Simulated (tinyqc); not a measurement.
Ewald sum of point charges, fcc lattice in a neutralising background, step by step. Computed by tinyqc, a small Python program that keeps every step. Command: `OMP_NUM_THREADS=1 python tinyqc.py 30327 30328 out.jsonl` (the two numbers bound the seeds that draw the settings). One thread of a shared host (Intel(R) Xeon(R) Processor @ 2.60GHz), about 0.02 s of CPU time with the checks.

## Ewald sum with eta = 0.304 1/bohr

cell vectors (rows) (bohr):
$$\begin{pmatrix}
0.000000 & 5.320000 & 5.320000 \\
5.320000 & 0.000000 & 5.320000 \\
5.320000 & 5.320000 & 0.000000
\end{pmatrix}$$

Charges:
```
q               f1        f2        f3
2.000000  0.000000  0.000000  0.000000
```

Real space: 1/2 sum q_i q_j erfc(eta r)/r over all images with r > 0; reciprocal space: (2 pi/V) sum_(G != 0) exp(-G^2/4 eta^2)/G^2 |S(G)|^2 with S(G) = sum q exp(i G.r); self term -eta/sqrt(pi) sum q^2; background -pi Q^2/(2 V eta^2), Q the total charge.

Real-space shells (first ones):
```
r (bohr)   pairs  sum (hartree)
7.523616      12       0.003886
10.640000      6       0.000005
13.031285     24       7.79e-08
15.047232     12       1.57e-10
16.823317     24              0
18.429021      8              0
```

Reciprocal shells (first ones that count):
```
G^2 (1/bohr^2)  vectors  sum (hartree)
1.046159              8       0.037662
1.394879              6       0.008248
2.789758             12       0.000189
3.835917             24       0.000016
4.184636              8       1.93e-06
5.579515              6       2.50e-08
6.625674             24       4.97e-09
6.974394             24       1.84e-09
```

## The total does not depend on eta

The same sums for other eta.

Totals (hartree per cell):
```
eta           real  reciprocal       self  background        total
0.304000  0.003892    0.046117  -0.686055   -0.225771  -0.86181618
0.433000  0.000013    0.226633  -0.977176   -0.111286  -0.86181618
0.622000  1.16e-10    0.595818  -1.403704   -0.053930  -0.86181618
```

shortest distance = 7.523616 bohr
